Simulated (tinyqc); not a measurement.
# Thermionic emission over a Gaussian spread of barriers, step by step

tinyqc, about 0.01 s, one thread, Intel Xeon 2.30GHz (shared host): `OMP_NUM_THREADS=1 python tinyqc.py 2640123 2640124 out.jsonl` Printed values are rounded.

Metal on an n-type semiconductor with one parabolic valley; V > 0 is forward bias (metal positive). Patches of barrier height b are spread as a Gaussian with mean phi - r2 V and variance sg^2 + r3 V; each carries A* T^2 exp(-b/Vt) [exp(V/Vt) - 1].

Parameters, values chosen for the exercise; band and dielectric values those of a made-up semiconductor: temperature T = 250 K; electron mass me = 0.0409 m0; barrier height seen from the metal phi = 0.84 eV; standard deviation of the barrier heights sg = 0.067 eV; shift of the mean barrier per volt, with its sign reversed (rho2) r2 = -0.065; change of sg^2 per volt (rho3) r3 = -0.0025 V; bias V = 0.25 V; barrier heights sampled nb = 11.

Constants: q = 1.602176634e-19 C, kB = 1.380649e-23 J/K, h = 6.62607015e-34 J s, m0 = 9.1093837015e-31 kg, Vt = kB T/q. Results are converted to the units shown.

Range of the model: With sg above 3 Vt the current comes from the far tail of the Gaussian, a tiny share of the area that this model describes poorly.

## Apparent barrier, ideality and current

A* = 4 pi q me m0 kB^2/h^3 (times 1e-4 for A/(cm^2 K^2)). The mean of exp(-b/Vt) gives the apparent barrier phi_ap(V) = phi - r2 V - (sg^2 + r3 V)/(2 Vt), J = A* T^2 exp(-phi_ap/Vt) [exp(V/Vt) - 1], and 1/n = 1 + r2 + r3/(2 Vt).

A* = 4.915085 A/(cm^2 K^2)
phi_ap(0) = 0.7358146 eV
phi_ap(V) = 0.7665703 eV
n = 1.140280
J = 1.185246e-5 A/cm^2

## The same mean by Simpson's rule

With mean mu and deviation s at this bias, take nb equally spaced b from mu - s^2/Vt - 3.5 s to mu + s, the Gaussian density g(b) and y = g exp(-(b - mu)/Vt); the integral I of y gives phi_ap = mu - Vt ln I.

```
point     b (eV)     g (1/eV)   y (1/eV)
0      0.4593268  8.986311e-9  0.9019891
1      0.5052352  7.642171e-7   9.106750
2      0.5511436  3.766778e-5   53.28973
3      0.5970521  0.001076072   180.7347
4      0.6429605   0.01781684   355.2693
5      0.6888689    0.1709771   404.7545
6      0.7347774    0.9509621   267.2660
7      0.7806858     3.065536   102.2854
8      0.8265942     5.727535   22.68830
9      0.8725027     6.202218   2.916809
10     0.9184111     3.892640  0.2173362
```

I = 64.23108
phi_ap = 0.7665762 eV

This differs from the closed form by 0.0059 meV. The integrand peaks at b = 0.689 eV among these points, below the mean of 0.856 eV: low barriers carry the current.
